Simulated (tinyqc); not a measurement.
Worked calculation: coherent transport through a tight-binding region between two chains. Computed by tinyqc, a small Python program that keeps every step. Settings: temperature = 4, mu = -0.08. Command: `OMP_NUM_THREADS=1 python tinyqc.py 31519 31520 out.jsonl` (the two numbers bound the seeds that draw the settings). One thread of a shared host (Intel(R) Xeon(R) Processor @ 2.60GHz), about 0.08 s of CPU time with the checks.

## Transmission at E = 0.22 eV

H of the central region (eV), lower triangle:
```
,1,2,3,4,5
1,0.000000
2,-1.490000,0.000000
3,0.000000,-1.490000,0.000000
4,0.000000,0.000000,-1.490000,0.000000
5,-1.490000,0.000000,0.000000,-1.490000,0.000000
```

Leads: semi-infinite chains with site energy 0:
```
parameter,value
lead hopping t (eV),1.780000
coupling to the left lead (eV),0.390000
coupling to the right lead (eV),1.420000
left contact site,1
right contact site,5
```

E = 0.220000 eV

Surface Green function g = (E - i sqrt(4 t^2 - E^2)) / (2 t^2); self-energy tc^2 g on each contact site; G = (E - H - Sigma)^(-1); Gamma = -2 Im Sigma; T = Gamma_L Gamma_R |G_LR|^2; local density of states -Im G_ii / pi.

g = 0.034718-0.560724i 1/eV

G (1/eV), lower triangle:
```
,1,2,3,4,5
1,0.204620-0.113562i
2,0.336662+0.089576i,0.219645-0.092720i
3,-0.254328+0.100336i,0.302049-0.075886i,0.209730-0.089132i
4,-0.299110-0.104391i,-0.264243+0.103925i,0.338125+0.089046i,0.214318-0.117072i
5,0.298492-0.084923i,-0.263033+0.060541i,-0.259655+0.075984i,0.301371-0.071760i,0.215157-0.065389i
```

local density of states (1/eV): 0.036148  0.029514  0.028372  0.037265  0.020814

transmission = 0.037148

## Transmission across the band

The same steps on a grid of energies.

T(E):
```
E (eV),T
-3.38200000,0.091402
-3.04380000,0.101744
-2.70560000,0.042206
-2.36740000,0.021678
-2.02920000,0.010291
-1.69100000,0.002164
-1.35280000,0.001633
-1.01460000,0.022089
-0.67640000,0.034084
-0.33820000,0.037800
0.00000000,0.037357
0.33820000,0.037204
0.67640000,0.038226
1.01460000,0.040835
1.35280000,0.045661
1.69100000,0.053931
2.02920000,0.067713
2.36740000,0.068526
2.70560000,0.133648
3.04380000,0.082761
3.38200000,0.014545
```

levels of the isolated region (eV): -2.980000  -0.920871  -0.920871  2.410871  2.410871

## Current

I = (2e/h) int T(E) [f(E - mu - V/2) - f(E - mu + V/2)] dE at 4 K with mu = -0.08 eV, the bias not changing H; 2e^2/h = 77.48092 microsiemens; the integral runs over the band on 4001 points.

Current:
```
V (volt),I (microampere)
0.010000,0.028548
0.050000,0.145453
0.100000,0.290887
0.200000,0.581638
0.400000,1.162530
0.800000,2.321692
```
